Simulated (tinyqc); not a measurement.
What moves the results: Bethe-Salpeter matrix of a two-band chain (Tamm-Dancoff form). A value that a table varies takes the place of the one given here.

One valence and one conduction band, lattice period 1, mesh k = 2 pi j/N. Pair energies D(k) = Eg + 2 t sum(1 - cos k), t = tc + tv. Screened attraction W(R) = U at R = 0 and V/|R| otherwise, R over the N cells with the nearest image; W(q) = sum_R W(R) cos(q R). H(k, k') = D(k) delta - W(k - k')/Nk + 2 J/Nk for singlets (J = 0 for triplets), Nk the number of k points. With a constant transition dipole the strength of a state is f = (sum_k A_k)^2/Nk, and the f sum to 1.

Parameters, chosen for this exercise: Eg = 2.4 eV (quasiparticle gap); tc = 0.61 eV (conduction hopping); tv = 0.28 eV (valence hopping); U = 0.68 eV (attraction in the same cell); V = 0.35 eV (attraction at one cell distance); J = 0.08 eV (exchange in the same cell); fs = (0.1, 0.25, 0.5, 1, 1.5, 2, 3) (scale factors of U and V).

## Convergence with the k mesh

Lowest triplet and singlet, and f of the singlet, against N.

Results:

| N | Eg - E triplet (eV) | Eg - E singlet (eV) | f singlet |
|---|---|---|---|
| 4 | 0.4078 | 0.3571 | 0.3003 |
| 6 | 0.3464 | 0.3027 | 0.2526 |
| 8 | 0.3173 | 0.2742 | 0.2458 |
| 12 | 0.2991 | 0.2534 | 0.2593 |
| 20 | 0.2959 | 0.2487 | 0.2703 |
| 40 | 0.2959 | 0.2485 | 0.2708 |
| 100 | 0.2959 | 0.2485 | 0.2708 |

How do the results move?

The coarsest mesh misjudges the singlet binding by +0.1085 eV against the finest: a mesh of N points along an axis repeats the pair every N cells. The triplet is within 1 meV of the last row from N = 20 on. The singlet is within 1 meV of the last row from N = 20 on. The more tightly bound triplet is the smaller object in R, so it needs no more points than the singlet.

## Strength of the attraction

Triplets, N = 100; U and V scaled together, as weaker screening would do. f is the weight at R = 0. For V = 0 the infinite chain has binding sqrt(4 t^2 + U^2) - 2t and f = U/sqrt(4 t^2 + U^2), t = tc + tv.

Results:

| scale | U/t | binding (eV) | f | Eg - second level (eV) | contact formula (eV) |
|---|---|---|---|---|---|
| 0.10 | 0.08 | 0.0109 | 0.077 | -0.0004 | 0.0013 |
| 0.25 | 0.19 | 0.0425 | 0.140 | 0.0016 | 0.0081 |
| 0.50 | 0.38 | 0.1142 | 0.215 | 0.0085 | 0.0322 |
| 1.0 | 0.76 | 0.2959 | 0.321 | 0.0341 | 0.1255 |
| 1.5 | 1.15 | 0.5077 | 0.402 | 0.0758 | 0.2715 |
| 2.0 | 1.53 | 0.7395 | 0.469 | 0.1327 | 0.4601 |
| 3.0 | 2.29 | 1.2448 | 0.577 | 0.2866 | 0.9274 |

How do the results move?

The binding grows with exponent 1.49 between scales 0.1 and 0.25 and 1.28 over the last two rows (below 2 for a wide pair in a chain, where 1/|R| brings logarithms, 1 for a pair held in one cell). f rises from 0.077 to 0.577. On this mesh a second level lies below the gap from scale 0.25 on; in an infinite lattice the tail V/|R| binds a whole series at any scale. The tail V/|R| adds 0.317 eV to the contact value in the last row and 0.010 eV in the first.

## Exciton band

Triplets, solved in the electron-hole distance R on a ring of 60 cells, total momentum Q: D = Eg + 2 tc (1 - cos(k + Q/2)) + 2 tv (1 - cos(k - Q/2)), so the hopping in R has size |t(Q)| = sqrt(tc^2 + tv^2 + 2 tc tv cos Q) and the continuum starts at Eg + 2 (tc + tv) - 2 |t(Q)|.

Results:

| Q/pi | \|t(Q)\| (eV) | continuum edge (eV) | exciton (eV) | binding (eV) | weight at R = 0 |
|---|---|---|---|---|---|
| 0.000 | 0.8900 | 2.4000 | 2.1041 | 0.2959 | 0.321 |
| 0.167 | 0.8639 | 2.4522 | 2.1533 | 0.2989 | 0.327 |
| 0.333 | 0.7882 | 2.6035 | 2.2951 | 0.3084 | 0.344 |
| 0.500 | 0.6712 | 2.8376 | 2.5123 | 0.3253 | 0.376 |
| 0.667 | 0.5289 | 3.1223 | 2.7714 | 0.3509 | 0.428 |
| 0.833 | 0.3933 | 3.3934 | 3.0101 | 0.3834 | 0.501 |
| 1.000 | 0.3300 | 3.5200 | 3.1170 | 0.4030 | 0.547 |

How do the results move?

The exciton band is 1.0129 eV wide, against 1.1200 eV for the edge of the continuum: binding narrows it, since electron and hole must hop together. The binding grows from 0.296 to 0.403 eV as |t(Q)| falls. Between the first two rows the exciton rises 0.94 times as much as the edge, so it is heavier than the free pair.

## What each parameter does

N = 100: lowest singlet, its binding and f, and the singlet-triplet splitting. Each row changes one parameter from the base and keeps the others.

Results:

| case | singlet (eV) | binding (eV) | f | splitting (eV) |
|---|---|---|---|---|
| base | 2.1515 | 0.2485 | 0.271 | 0.0473 |
| Eg = 2.6 eV | 2.3515 | 0.2485 | 0.271 | 0.0473 |
| tc = 0.79 eV | 2.1656 | 0.2344 | 0.246 | 0.0428 |
| tv = 0.17 eV | 2.1413 | 0.2587 | 0.289 | 0.0508 |
| U = 0.82 eV | 2.1105 | 0.2895 | 0.315 | 0.0545 |
| V = 0.45 eV | 2.0979 | 0.3021 | 0.264 | 0.0459 |
| J = 0.12 eV | 2.1722 | 0.2278 | 0.247 | 0.0680 |

What does this show?

The largest shifts from the base row, up to three for each result and ties (the steps differ in size, so this ranks the rows, not the parameters). singlet (eV): Eg +0.2000, V -0.0536, U -0.0410. binding (eV): V +0.0536, U +0.0410, J -0.0207; unchanged at the printed digits by Eg. f: U +0.044, tc -0.024, J -0.024; unchanged at the printed digits by Eg. splitting (eV): J +0.0207, U +0.0072, tc -0.0045; unchanged at the printed digits by Eg. At zero total momentum only the sum tc + tv enters.

Run: tinyqc, `OMP_NUM_THREADS=1 python tinyqc.py 1251671 1251672 out.jsonl`; Intel(R) Xeon(R) Processor @ 2.30GHz, one thread, shared host; about 0.09 s of CPU time with all checks.
